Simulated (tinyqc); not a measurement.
# Worked calculation: on-chip interconnect, size-dependent resistivity and RC delay

tinyqc, about 0.01 s, one thread, Intel Xeon 2.30GHz (shared host): `OMP_NUM_THREADS=1 python tinyqc.py 2100062 2100063 out.jsonl` Printed values are rounded.

A rectangular line between two neighbours and two ground planes. Surface and grain-boundary scattering are added to the bulk resistivity as corrections; capacitances are parallel-plate values without fringing; inductance is ignored.

Values chosen for this exercise; metal values close to those of copper: bulk resistivity rho0 = 1.7 uohm cm; bulk mean free path lam = 40.6 nm; specular share of surface scattering ps = 0; reflection coefficient of grain boundaries Rg = 0.6; grain size over the metal width gr = 2; drawn line width wd = 19 nm; aspect ratio, height over width AR = 1.8; liner on both walls and the bottom, not conducting tl = 1.2 nm; space to the neighbouring lines sp = 19 nm; dielectric height to the planes above and below hd = 22 nm; relative permittivity of the dielectric ek = 3; Miller factor of the neighbours Mf = 0; line length Lw = 69 um; driver resistance Rd = 5600 ohm; load capacitance Cl = 0.068 fF; time step dt = 6.2 ps.

Constants: eps0 = 8.8541878128e-12 F/m. Results are converted to the units shown.

Range of the model: The metal width is under the mean free path, where the thick-limit surface term and the simple sum of corrections lose accuracy.

## Resistivity, resistance and capacitance per length

Metal width x = wd - 2 tl, height y = AR wd - tl; grain boundaries (Mayadas-Shatzkes): al = (lam/(gr x)) Rg/(1 - Rg), g = 1/[1 - 3 al/2 + 3 al^2 - 3 al^3 ln(1 + 1/al)] - 1; surfaces (Fuchs-Sondheimer, thick limit): s = (3/8) lam (1 - ps)(1/x + 1/y); rho = rho0 (1 + g + s); r = rho/(x y); c = eps0 ek (2 wd/hd + 2 Mf AR wd/sp).

x = 16.6 nm
y = 33 nm
al = 1.83434
g = 2.49791
s = 1.37853
rho = 8.28995 uohm cm
r = 151.332 ohm/um
c = 0.0458808 fF/um

rho is 4.88 times the bulk value; grain boundaries add more (2.50 against 1.38). The liner takes 15.7 % of the cross-section.

## Ladder and Elmore delays

6 equal pi sections: series Rs = r Lw/6; node capacitances c Lw/6, halved at nodes 0 and 6, with Cl added to node 6; Rd feeds node 0. Elmore delay of node k: the sum, over the resistors on the path to k, of resistance times all capacitance downstream of it.

Rs = 1740.31 ohm

```
node	C (fF)	Elmore delay (ps)
0	0.263815	18.1091
1	0.527629	23.2778
2	0.527629	27.5282
3	0.527629	30.8604
4	0.527629	33.2743
5	0.527629	34.7701
6	0.331815	35.3475
```

The far-end value equals Rd (c Lw + Cl) + r Lw (c Lw/2 + Cl) for any number of pi sections; the line resistance contributes 48.8 % of it.

## Step 1: node voltages after a time step

v at t = 0, node 0 to 6 (V): 0  0  0  0  0  0  0

A 1 V step is applied behind Rd at t = 0. C dv/dt = -G v + b, with G the conductance matrix of the ladder (1/Rs between neighbours, 1/Rd added at node 0) and b = (1 V/Rd, 0, ...). Trapezoidal step: (C/dt + G/2) v(new) = (C/dt - G/2) v + b.

v at t = 1 dt, node 0 to 6 (V): 0.711747  0.416809  0.245332  0.146524  0.091117  0.062699  0.052854

## Step 2: node voltages after a time step

As before.

v at t = 2 dt, node 0 to 6 (V): 0.498175  0.515950  0.439630  0.348193  0.273091  0.224901  0.206184

## Course in time

A 1 V step is applied behind Rd at t = 0. C dv/dt = -G v + b, with G the conductance matrix of the ladder (1/Rs between neighbours, 1/Rd added at node 0) and b = (1 V/Rd, 0, ...). Trapezoidal step: (C/dt + G/2) v(new) = (C/dt - G/2) v + b. The last column solves the same ladder exactly by its modes.

Voltages (V):
```
t (ps)	node 0	node 3	node 6	node 6, exact
6.200	0.7117	0.1465	0.0529	0.0637
12.40	0.4982	0.3482	0.2062	0.2192
18.60	0.7826	0.4460	0.3674	0.3609
24.80	0.6748	0.5566	0.4778	0.4781
31.00	0.8514	0.6367	0.5755	0.5739
37.20	0.7851	0.7018	0.6541	0.6521
43.40	0.9008	0.7599	0.7167	0.7160
49.60	0.8566	0.8006	0.7700	0.7681
55.80	0.9347	0.8406	0.8115	0.8107
62.00	0.9037	0.8671	0.8468	0.8454
68.20	0.9574	0.8940	0.8746	0.8738
74.40	0.9351	0.9115	0.8980	0.8970
```

The far end of the ladder reaches 0.5 V at 26.11 ps, 0.739 of its Elmore delay (ln 2 = 0.693 for a single pole); the slowest mode has a time constant of 30.57 ps. The largest error of the trapezoidal steps at that node is 13 mV. Node 0 swings up and down from step to step: the trapezoidal rule does not damp modes much faster than dt, so these swings are numerical.
